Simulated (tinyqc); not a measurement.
Displacements against temperature: thermal displacements in the Debye model: Debye-Waller factors, bond-length spread and the Lindemann rule. Computed by tinyqc, a small Python program. Command: `OMP_NUM_THREADS=1 python tinyqc.py 3022769 3022770 out.jsonl debyewaller walk`. One thread of a shared host (Intel(R) Xeon(R) Processor @ 2.30GHz), about 0.01 s of CPU time with the checks.

A Debye spectrum with three branches of one velocity, cut at k_B Theta; 2 atoms per cube, nearest neighbours at d = 0.866025 a.

Inputs (values chosen for the exercise, modelled on molybdenum):
```
quantity                 value      unit
atomic mass M            95.95         u
Debye temperature Theta    406         K
lattice constant a       3.147  angstrom
temperature T              295         K
```

Structure: bcc.

reflection (h k l): 1  1  0

Constants: hbar^2/u = 4.18015928e-03 eV angstrom^2; k_B = 8.617333262e-05 eV/K.

Method:
- <u_x^2> = (3 hbar^2/(2 M k_B Theta)) int_0^1 s coth(s Theta/(2T)) ds (64 Gauss-Legendre points); it tends to 3 hbar^2/(4 M k_B Theta) at T = 0 and to 3 hbar^2 T/(M k_B Theta^2) at high T.
- B = 8 pi^2 <u_x^2>.
- G = 2 pi sqrt(h^2 + k^2 + l^2)/a; the intensity is multiplied by exp(-2W), 2W = G^2 <u_x^2>; the loss goes into thermal diffuse scattering.
- Correlated Debye model: sigma^2 = (3 hbar^2/(M k_B Theta)) int_0^1 s coth(s Theta/(2T)) [1 - sin(s q_D R)/(s q_D R)] ds for two atoms at distance R, q_D = (6 pi^2 n)^(1/3), n atoms per volume; uncorrelated motion would give 2 <u_x^2>.
- The correlation is 1 - sigma^2/(2 <u_x^2>); exp(-2W) uses 2W = G^2 <u_x^2>.

|G| = 2.82357 1/angstrom

Displacements (angstrom^2):
```
T (K)     <u_x^2>   classical  sigma^2 at d  sigma^2 at 2d  exp(-2W)
12     9.3929e-04  1.1041e-04     0.0015698      0.0017853   0.99254
41     9.9657e-04  3.7725e-04     0.0015827      0.0018212   0.99209
81      0.0011725  7.4530e-04     0.0016959      0.0020384   0.99070
140     0.0015669   0.0012882     0.0020734      0.0026250   0.98759
220     0.0022096   0.0020243     0.0027783      0.0036329   0.98254
320     0.0030740   0.0029444     0.0037735      0.0050120   0.97579
490     0.0045940   0.0045086     0.0055614      0.0074549   0.96404
730     0.0067744   0.0067169     0.0081515       0.010971   0.94742
890     0.0082363   0.0081891     0.0098942       0.013331   0.93645
```

What does the comparison show, and why?

The classical line is within 5 % from T = 320 K (T/Theta = 0.79) on. The correlation of nearest neighbours grows from 0.16 to 0.40, since thermal motion weights long waves, which move neighbours together, more than zero-point motion does; at 2d it ends at 0.19. The reflection keeps 99 % of its intensity at the lowest T and 94 % at the highest.

Extremes, crossings and ranges named in words are read from the listed rows.
